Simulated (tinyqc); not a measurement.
A ladder of methods, and size consistency: correlation methods against full CI in the 6-311g basis, for H2, spin multiplicity 1. Computed by the program tinyqc with PySCF. Command: `OMP_NUM_THREADS=1 python tinyqc.py 115416 115417 out.jsonl`; one thread of a shared host (Intel(R) Xeon(R) Processor @ 2.60GHz), about 0.8 s.

Geometry (angstrom):

| atom | x | y | z |
|---|---|---|---|
| H | 0.0000 | 0.0000 | 0.0000 |
| H | 0.0000 | 0.0000 | 0.9320 |

RHF energy of one = -1.108542 hartree

All electrons correlated; +Q is the Davidson correction (1 - c0^2) E_corr. The last columns treat two copies 100 angstrom apart as one system. FCI is the lowest singlet.

Correlation energies (hartree):

| method | E_corr of one | share of FCI (%) | E_corr of two at 100 angstrom | two minus twice one (mhartree) |
|---|---|---|---|---|
| MP2 | -0.019859 | 65.3382 | -0.039719 | 0.0000 |
| CISD | -0.030395 | 100.0000 | -0.059362 | 1.4278 |
| CISD+Q | -0.031146 | 102.4712 | -0.062078 | 0.2141 |
| CCSD | -0.030395 | 100.0000 | -0.060790 | 0.0000 |
| CCSD(T) | -0.030395 | 100.0000 | -0.060790 | 0.0000 |
| FCI | -0.030395 | 100.0000 | - | - |

MP2 recovers 65 %, CISD 100.0 % and CCSD 100.0 % of the FCI value (c0^2 = 0.975 in CISD). MP2 and coupled cluster are size consistent, so their last column vanishes; CISD loses 1.43 mhartree, since a double excitation on each copy is a quadruple of the pair, and the Davidson correction leaves +0.21. With two electrons, or one virtual orbital, CISD and CCSD are exact for one copy, so +Q overshoots there.
